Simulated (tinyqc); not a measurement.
Character of the line: straight dislocations in isotropic elasticity: fields, energies, partials, Peierls stress and walls. Computed by tinyqc, a small Python program. Command: `OMP_NUM_THREADS=1 python tinyqc.py 3024430 3024431 out.jsonl disloc walk`. One thread of a shared host (Intel(R) Xeon(R) Processor @ 2.30GHz), about 0.01 s of CPU time with the checks.

The line runs along z, the glide plane is y = 0, and beta is the angle between b and the line (0 screw, 90 degrees edge): b_e = b sin(beta) along +x with the extra half plane at y > 0, b_s = b cos(beta). Stress is positive in tension.

Inputs (values chosen for the exercise, modelled on copper):

| quantity | value | unit |
|---|---|---|
| shear modulus G | 48.8 | GPa |
| Poisson ratio nu | 0.345 | - |
| Burgers vector b | 2.556 | angstrom |
| stacking-fault energy gamma | 42.4 | mJ/m^2 |
| dislocation density rho | 6.4e+10 | 1/m^2 |
| core radius r0/b | 2 | - |

Character: 60-degree.

Constants: 1 eV/angstrom^3 = 160.2176634 GPa.

Method:
- Energy factor K = G [cos^2(beta) + sin^2(beta)/(1 - nu)].
- E = K b^2/(4 pi) ln(R/r0) with R = 1/(2 sqrt(rho)); tension T = E + d^2E/d(beta)^2 = G b^2 [1 + nu - 3 nu sin^2(beta)]/(4 pi (1 - nu)) ln(R/r0). The core energy is taken into r0.
- Shockley partials have b_p = b/sqrt(3) at the angles beta -/+ 30 degrees; their repulsion balances the fault at d = G b_p^2/(8 pi gamma) (2 - nu)/(1 - nu) [1 - 2 nu cos(2 beta)/(2 - nu)].
- E = K b^2/(4 pi) ln(R/r0); T = G b^2 [1 + nu - 3 nu sin^2(beta)]/(4 pi (1 - nu)) ln(R/r0).

ln(R/r0) = 8.26004

From screw to edge:

| beta (degrees) | K (GPa) | E (eV/nm) | T (eV/nm) | d (nm) |
|---|---|---|---|---|
| 0 | 48.800 | 13.080 | 26.859 | 1.4693 |
| 15 | 50.522 | 13.541 | 25.474 | 1.6100 |
| 30 | 55.226 | 14.802 | 21.692 | 1.9945 |
| 45 | 61.652 | 16.525 | 16.525 | 2.5198 |
| 60 | 68.078 | 18.247 | 11.358 | 3.0451 |
| 75 | 72.782 | 19.508 | 7.575 | 3.4296 |
| 90 | 74.504 | 19.969 | 6.190 | 3.5704 |

The edge costs 1/(1 - nu) = 1.527 times the screw in energy, yet its tension is only (1 - 2 nu)/(1 + nu) = 0.230 of the screw value, so loops under stress are elongated along b. The edge splits 2.43 times as widely, (2 + nu)/(2 - 3 nu), since there the larger, edge parts of the partials repel with the factor 1/(1 - nu) and the small screw parts attract, while in the screw the roles are exchanged.
